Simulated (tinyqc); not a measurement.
What the corrections do to the levels: formation energy of a charged point defect from supercell energies. Computed by tinyqc, a small Python program. Command: `OMP_NUM_THREADS=1 python tinyqc.py 3026536 3026537 out.jsonl formation walk`. One thread of a shared host (Intel(R) Xeon(R) Processor @ 2.30GHz), about 0.01 s of CPU time with the checks.

The host is a compound AB. Making the defect adds n_A = 0, n_B = -1 atoms to the cell. All total energies are inputs. E_F is counted from the valence-band maximum (VBM); x = 0 is A-rich and x = 1 B-rich growth.

Inputs (values chosen for the exercise, with gap and screening modelled on CdS):

| quantity | value | unit |
|---|---|---|
| gap E_g | 2.51 | eV |
| E_VBM of the host cell | 3.776 | eV |
| potential alignment dV | -0.033 | eV |
| dielectric constant eps | 8.61 | - |
| cell length L | 9.16 | angstrom |
| mu_B of the pure element | -4.114 | eV |
| formation enthalpy dH of AB | -1.31 | eV |
| growth condition x | 0.89 | - |

Defect: vacancy of B. Supercell lattice: bcc.

charge states q: 2  1  0

E(defect, q) - E(host), in the order of q (eV): -2.778  3.735  8.533

Constants: e^2/(4 pi eps_0) = 14.39964548 eV angstrom.

Method:
- dmu_A = x dH and dmu_B = (1 - x) dH, so that dmu_A + dmu_B = dH; mu = mu(element) + dmu.
- The reservoir term is sum n_i mu_i.
- Image-charge correction of a point charge in a neutralising background: E_corr = q^2 alpha e^2/(4 pi eps_0) / (2 eps L), alpha = 2.888462 for a bcc array with L the cube root of the volume.
- E_f(q, E_F) = [E(defect, q) - E(host)] - sum n_i mu_i + q (E_VBM + dV + E_F) + E_corr(q).
- Levels eps(q/q-1) with the terms q dV and E_corr left out or kept.

E_f(q, 0) (eV): (q=+2) 1.50465, (q=+1) 3.48359, (q=0) 4.27490

E_corr (eV): (q=+2) 1.05475, (q=+1) 0.26369, (q=0) 0.00000

Levels above the VBM (eV):

| level | raw | with alignment | with image charge | with both |
|---|---|---|---|---|
| (+2/+1) | 2.737 | 2.770 | 1.9459 | 1.9789 |
| (+1/0) | 1.022 | 1.055 | 0.7583 | 0.7913 |

What follows from these numbers?

Alignment moves every level by -dV = +0.033 eV. The image term moves eps(q/q-1) by (1 - 2q) E_corr(1): (+2/+1) by -0.791, (+1/0) by -0.264 eV, donor levels down and acceptor levels up. It adds 2 E_corr(1) = 0.527 eV to every U. Caution: the largest image-charge correction in these energies, q^2 alpha e^2/(8 pi eps_0 eps L) with alpha = 2.888462, exceeds a quarter of the gap; the point-charge term alone is then a rough estimate, usually too large for a charge that is spread out.

Extremes, crossings and ranges named in words are read from the listed rows.
